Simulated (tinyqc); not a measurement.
Sweep of a uniaxial [100] strain: strain-driven crossing of the Gamma and L valleys in a germanium-like crystal.

Biaxial loads: e0 is the in-plane strain e_par and the normal is free. (001): e_perp = -2 (C12/C11) e_par; exx = eyy = e_par, ezz = e_perp, no shear. (111): e_perp = -(2 C11 + 4 C12 - 4 C44)/(C11 + 2 C12 + 4 C44) e_par; exx = eyy = ezz = (2 e_par + e_perp)/3 and exy = eyz = ezx = (e_perp - e_par)/3. (110): e_perp = -(C11 + 3 C12 - 2 C44)/(C11 + C12 + 2 C44) e_par; exx = eyy = (e_par + e_perp)/2, ezz = e_par, exy = (e_perp - e_par)/2, eyz = ezx = 0. Uniaxial loads: a stress along n, scaled so that n.e.n = e0, with exx = s11 sxx + s12 (syy + szz), exy = s44 sxy/2, s11 = (C11 + C12)/((C11 - C12)(C11 + 2 C12)), s12 = -C12/((C11 - C12)(C11 + 2 C12)), s44 = 1/C44.

Edges from the unstrained valence top: Gamma at Eg + ac tr(e); an L valley with unit axis u at EgL + aL tr(e) + XuL (u.e.u - tr(e)/3), u along [111], [1-1-1], [-11-1], [-1-11]; valence edges are the levels of the 6 x 6 matrix of X, Y, Z times spin with -Dso/3 + l exx + m (eyy + ezz) on the diagonal (cyclic), n exy off it, l = av + 2 b, m = av - b, n = sqrt(3) d. Spin-orbit term (Dso/3) L.sigma on X, Y, Z with (L_k)_ij = -i epsilon_kij: <X+|H|Y+> = -i Dso/3, <X+|H|Z-> = Dso/3, <Y+|H|Z-> = -i Dso/3, <Z+|H|X-> = -Dso/3, <Z+|H|Y-> = i Dso/3, <X-|H|Y-> = i Dso/3, and their conjugates; + and - are the spin along z.

Constants: kB = 8.617333262e-05 eV/K.

Values chosen for the exercise (near those of Ge, gaps at low temperature; the results hold for these values, not for the real material): Eg = 0.901 eV (gap at Gamma to the s-like level); EgL = 0.743 eV (gap to L); Dso = 0.294 eV (spin-orbit splitting); ac = -8.39 eV (conduction deformation potential); av = 1.25 eV (valence hydrostatic potential); b = -2.57 eV (tetragonal shear potential); d = -5.25 eV (trigonal shear potential); aL = -1.62 eV (hydrostatic potential of the L edge, Xd + Xu/3); XuL = 17.04 eV (uniaxial potential, L); C11 = 130.4 GPa; C12 = 48 GPa; C44 = 66.3 GPa; load = uniaxial [100] (kind of strain); mG = 0.0389 m0 (mass at Gamma); mL = 0.541 m0 (density-of-states mass of the four L valleys together); T = 200 K (temperature).

The valence splitting is the distance of the top two edges. Share in Gamma = mG^(3/2)/(mG^(3/2) + (mL^(3/2)/4) sum_i exp(-(E_Li - E_Gamma)/kT)).

Results:
```
e0 (%)  direct gap (eV)  indirect gap (eV)  Gamma - L (meV)  valence splitting (meV)  share in Gamma (%)
0.00              0.901              0.743              158                        0            0.000201
0.80              0.839              0.706              133                       47            0.000859
1.60              0.778              0.670              108                       84             0.00367
2.40              0.716              0.633               83                      110              0.0157
3.20              0.654              0.596               58                      128              0.0668
4.00              0.592              0.560               33                      141               0.285
4.80              0.531              0.523                8                      150                1.20
5.60              0.469              0.486              -17                      157                4.95
```

Gamma drops below the lowest L valley between e0 = 4.80 and 5.60 %. The direct gap goes from 0.901 to 0.469 eV; of that change -0.183 eV comes from the rise of the valence top through the shear terms and the rest from the volume. The share in Gamma goes from 0.000201 to 4.95 %. Beyond about 3 % terms of second order in the strain, left out here, matter.

Computed by tinyqc, a small Python program: `OMP_NUM_THREADS=1 python tinyqc.py 1050394 1050395 out.jsonl` (the numbers bound the seed that draws the inputs); one thread of a shared host (Intel(R) Xeon(R) Processor @ 2.30GHz), about 0.01 s for the whole set of steps.
